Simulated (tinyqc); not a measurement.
# MOS structure on a p-type body with a doping step (retrograde), non-linear Poisson equation by Newton steps: what changes with what

One dimension, insulator interface at x = 0, acceptor density N1 for x < x1 and Na beyond, net doping C = -(acceptor density). psi is counted from the intrinsic level: n = ni exp((psi - Vb)/Vt), p = ni exp(-psi/Vt); deep in the body psi_b = -Vt ln(Na/ni). The gate acts through Cox = eps0 eox/tox and has the potential psi_G = Vg - (phiM - chi - Vt ln(Nc/ni)). Boltzmann statistics, full ionisation, classical densities, no oxide or interface charge.

Inputs (values chosen for the exercise); band and dielectric values close to those of silicon: temperature T = 300 K; band gap Eg = 1.14 eV; relative permittivity eps_r = 11.8; conduction-band density of states at T Nc = 2.79e19 cm^-3; valence-band density of states at T Nv = 2.7e19 cm^-3; electron affinity chi = 4.04 eV; acceptor density deep in the body Na = 1.4e17 cm^-3; relative permittivity of the gate insulator (close to aluminium oxide) eox = 8.89; insulator thickness tox = 9.1 nm; gate work function phiM = 4.19 eV; electron quasi-Fermi potential against the body Vb = 0 V; depth of the doping step x1 = 63 nm; acceptor density above the step N1 = 1.4e16 cm^-3.

Constants: q = 1.602176634e-19 C, kB = 1.380649e-23 J/K, Vt = kB T/q, eps0 = 8.8541878128e-14 F/cm where lengths are in cm. Results are converted to the units shown.

Each table varies one quantity; the others keep the values above.

## Charge and capacitance against gate voltage

ni = sqrt(Nc Nv) exp(-Eg/(2 Vt)), Eg in volts. The Poisson equation d/dx(eps0 eps_r dpsi/dx) = -q (p - n + C), with eps0 eps_r dpsi/dx = -Cox (psi_G - psi_0) at x = 0, is solved on a mesh of about 600 nodes or more. N_inv is the integral of n less its value deep in the body. C_LF = Cox (1 - dpsi_0/dVg) with all carriers following; C_HF is the same with the electron quasi-Fermi level shifting uniformly so that N_inv stays fixed. The centroid is that of the same excess.

Result of one run:

| Vg (V) | psi_0 - psi_b (V) | N_inv (cm^-2) | C_LF/Cox | C_HF/Cox | centroid (nm) |
|---|---|---|---|---|---|
| -0.23 | 0.535 | 1.28e5 | 0.117 | 0.117 | 3.57 |

What becomes of these results when the gate voltage against the body Vg is changed from -0.23 to 1.03 V, all else the same?

Result of the changed run:

| Vg (V) | psi_0 - psi_b (V) | N_inv (cm^-2) | C_LF/Cox | C_HF/Cox | centroid (nm) |
|---|---|---|---|---|---|
| 1.03 | 1.02 | 3.88e12 | 0.942 | 0.101 | 1.11 |

The whole series:

| Vg (V) | psi_0 - psi_b (V) | N_inv (cm^-2) | C_LF/Cox | C_HF/Cox | centroid (nm) |
|---|---|---|---|---|---|
| -0.23 | 0.535 | 1.28e5 | 0.117 | 0.117 | 3.57 |
| -0.05 | 0.694 | 5.02e7 | 0.109 | 0.109 | 2.89 |
| 0.13 | 0.852 | 1.90e10 | 0.195 | 0.102 | 2.44 |
| 0.31 | 0.943 | 4.56e11 | 0.729 | 0.100 | 2.00 |
| 0.49 | 0.977 | 1.23e12 | 0.859 | 0.100 | 1.65 |
| 0.67 | 0.998 | 2.09e12 | 0.904 | 0.101 | 1.41 |
| 0.85 | 1.01 | 2.98e12 | 0.928 | 0.101 | 1.24 |
| 1.03 | 1.02 | 3.88e12 | 0.942 | 0.101 | 1.11 |

N_inv goes from 1.28e5 to 3.88e12 cm^-2 and passes 2e11 cm^-2 at Vg = 0.235 V. Below threshold it takes 69.4 mV a decade between Vg = -0.23 and -0.05 V, against Vt ln 10 = 59.5 mV. C_LF/Cox is lowest, 0.109, at Vg = -0.05 V among the rows listed and ends at 0.942, while C_HF/Cox ends at 0.101. Between the last two rows q dN_inv/dVg is 0.934 Cox. Where the classical centroid is under about 2 nm, confinement would move the charge away from the interface and raise the threshold. Above about 2e12 cm^-2 degeneracy matters too.

## Effect of the depth of the doping step on threshold, swing and body effect

VT is the Vg at which N_inv = 2e11 cm^-2. m = 1/(dpsi_0/dVg) at N_inv = 1e8 cm^-2; the swing is the Vg between N_inv = 1e8 and 1e9 cm^-2; body coefficient [VT(Vb + 0.05 V) - VT(Vb)]/0.05 V - 1.

Effect of the depth of the doping step on threshold, swing and body effect:

| x1 (nm) | VT (V) | psi_0 - psi_b at VT (V) | m - 1 | swing (mV/decade) | body coefficient |
|---|---|---|---|---|---|
| 16 | 0.313 | 0.927 | 0.148 | 69.7 | 0.146 |
| 23 | 0.298 | 0.925 | 0.145 | 69.7 | 0.145 |
| 34 | 0.277 | 0.923 | 0.140 | 69.5 | 0.143 |
| 50 | 0.252 | 0.920 | 0.130 | 69.1 | 0.137 |
| 73 | 0.224 | 0.916 | 0.115 | 68.3 | 0.127 |
| 110 | 0.195 | 0.911 | 0.0930 | 67.0 | 0.108 |
| 160 | 0.174 | 0.907 | 0.0728 | 65.7 | 0.0881 |

As x1 goes from 16 to 160, VT falls from 0.313 to 0.174 V, the swing falls from 69.7 to 65.7 mV/decade and the body coefficient falls from 0.146 to 0.0881. The swing stays within 3.0 % of m Vt ln 10, and the body coefficient within 0.015 of m - 1.

tinyqc, about 0.4 s, one thread, Intel Xeon 2.30GHz (shared host): `OMP_NUM_THREADS=1 python tinyqc.py 2080127 2080128 out.jsonl`
